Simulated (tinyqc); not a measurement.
Worked calculation: electroplating on a thin resistive seed layer: kinetics, Wagner number and the terminal effect across a wafer. Computed by tinyqc, a small Python program that keeps every step. Command: `OMP_NUM_THREADS=1 python tinyqc.py 3120003 3120004 out.jsonl terminal walk`. One thread of a shared host (Intel(R) Xeon(R) Processor @ 2.30GHz), about 0.03 s of CPU time with the checks. Intermediate numbers are printed to about 6 digits and carried at full precision; extremes and crossings named in words are read from the listed rows.

Current enters the seed at the rim. The bath is treated as a local resistance per area (no lateral flow in the liquid), two electrons per ion, molar volume 7.11 cm^3/mol, Faraday constant F = e N_A, kinematic viscosity 0.01 cm^2/s, omega = 2 pi x rpm/60; k_B T/e is in volts.

Inputs (values chosen for the exercise, of the order of those for copper plating on a thin cobalt or ruthenium seed):

| quantity | value | unit |
|---|---|---|
| wafer radius R | 7.5 | cm |
| seed thickness t | 8.5 | nm |
| seed resistivity | 24 | microohm cm |
| bath conductivity kappa | 0.085 | S/cm |
| gap to the anode h | 9.8 | cm |
| extra resistance of a porous plate | 0 | ohm cm^2 |
| exchange current density i_0 | 0.14 | mA/cm^2 |
| cathodic transfer coefficient alpha | 0.8 | - |
| mean current density | 12 | mA/cm^2 |
| diffusivity of the metal ion | 6.3e-06 | cm^2/s |
| metal ion concentration | 0.55 | mol/L |
| rotation rate | 100 | rpm |
| temperature T | 298 | K |

Constants: e = 1.602176634e-19 C; N_A = 6.02214076e+23 1/mol; k_B = 8.617333262e-05 eV/K.

## Rate, limit and resistances

Growth rate = i V_m/(2 F). Levich limit i_L = 0.62 x 2 F D^(2/3) omega^(1/2) nu^(-1/6) c. Tafel overpotential eta = (k_B T/(alpha e)) ln(i/i_0); kinetic resistance k_B T/(alpha e i); bath resistance h/kappa + plate; R_s = resistivity/t; Wagner number = kinetic resistance x kappa/R.

growth rate = 265.284 nm/min

limiting current i_L = 156.490 mA/cm^2

overpotential = 142.876 mV

kinetic resistance = 2.67496 ohm cm^2

bath resistance R_b = 115.294 ohm cm^2

sheet resistance R_s = 28.2353 ohm/square

Wagner number = 0.0303163

## Linear estimate of the terminal effect

Linearised: with R_t = kinetic + bath resistance the current density obeys (1/r)(r i')' = i R_s/R_t, so i = A I_0(r/l), l = sqrt(R_t/R_s); with x = R/l, edge/centre = I_0(x) and edge/mean = x I_0(x)/(2 I_1(x)). Voltage drop in the seed for a uniform current: i R_s R^2/4.

length l = 2.04403 cm

x = R/l = 3.66922

edge over centre, linear = 8.51288

edge over mean, linear = 2.15969

drop for uniform current = 4764.71 mV

## Current distribution

Full model: seed potential phi(r) with (1/r)(r phi')' = R_s i, where i solves phi = R_b i + (k_B T/(alpha e)) ln(i/i_0) (phi being the driving voltage left at r); phi'(0) = 0 and phi'(R) = R_s i_mean R/2. Solved by collocation to a tolerance of 1e-7.

Across the wafer:

| r/R | i (mA/cm^2) | i/mean | i/mean, linear |
|---|---|---|---|
| 0.00 | 3.1171 | 0.25976 | 0.25370 |
| 0.20 | 3.5260 | 0.29383 | 0.28902 |
| 0.40 | 4.9384 | 0.41154 | 0.40985 |
| 0.60 | 7.9923 | 0.66603 | 0.66775 |
| 0.75 | 12.1492 | 1.01244 | 1.01528 |
| 0.90 | 19.0375 | 1.58646 | 1.58676 |
| 1.00 | 25.9829 | 2.16524 | 2.15969 |

edge over centre, full model = 8.33555

The full model gives 8.34 against 8.51 from the linear form; the kinetic resistance, which the linear form holds fixed, is a small part of R_t here.

## As the film thickens, and with more bath resistance

The film is taken as uniform, with the seed resistivity; the last column adds 100 ohm cm^2 to R_b. Extra power of that plate = i^2 x 100 ohm cm^2 x area.

Edge over centre:

| thickness (nm) | R_s (ohm/square) | as given | with 100 ohm cm^2 more |
|---|---|---|---|
| 8.50 | 28.2353 | 8.33555 | 3.82878 |
| 12.75 | 18.8235 | 4.82394 | 2.63398 |
| 17.00 | 14.1176 | 3.52301 | 2.13930 |
| 25.50 | 9.4118 | 2.47467 | 1.70552 |
| 42.50 | 5.6471 | 1.79447 | 1.39882 |
| 85.00 | 2.8235 | 1.36588 | 1.19062 |
| 170.00 | 1.4118 | 1.17549 | 1.09318 |

extra power = 2.54469 W

The ratio falls below 1.1 in none of these rows as given, and from 170 nm on with the added resistance: what counts is R_s R^2 against the sum of kinetic and bath resistance.

Checks made by the program: mean of the distribution (relative difference 4e-07).
